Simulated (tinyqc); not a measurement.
Electron continuity equation in a given potential, Scharfetter-Gummel discretisation: one step of the calculation.

Steady state in one dimension: J = q mu n E + q D dn/dx with E = -dpsi/dx and D = mu Vt, dJ/dx = 0, fixed densities nL and nR at the ends. The potential is given, psi = U (x/L)^2, and is not changed by the electrons.

Problem. Bernoulli factors. d_i = (psi_(i+1) - psi_i)/Vt; B(d) = d/(exp(d) - 1), B(0) = 1. The flux on interval i is J_i = (q D/h) [n_(i+1) B(d_i) - n_i B(-d_i)].

Inputs (values chosen for the exercise):
- T = 300 K (temperature)

Constants: q = 1.602176634e-19 C, kB = 1.380649e-23 J/K, Vt = kB T/q. Results are converted to the units shown.

psi, node 0 to 8 (V): 0.00000000  -0.00625000  -0.02500000  -0.05625000  -0.10000000  -0.15625000  -0.22500000  -0.30625000  -0.40000000

Find: d_i; B(d_i); B(-d_i).

Solution.

```
interval      d_i  B(d_i)   B(-d_i)
0         -0.2418  1.1257   0.88399
1         -0.7253  1.4061   0.68082
2         -1.2088  1.7233   0.51450
3         -1.6923  2.0742   0.38183
4         -2.1758  2.4545   0.27861
5         -2.6594  2.8595   0.20014
6         -3.1429  3.2846   0.14176
7         -3.6264  3.7256  0.099143
```

The largest |d_i| is 3.63, above 2, where central differences lose the sign pattern that keeps densities positive.

tinyqc, about 0.01 s, one thread, Intel Xeon 2.30GHz (shared host): `OMP_NUM_THREADS=1 python tinyqc.py 2220064 2220065 out.jsonl`
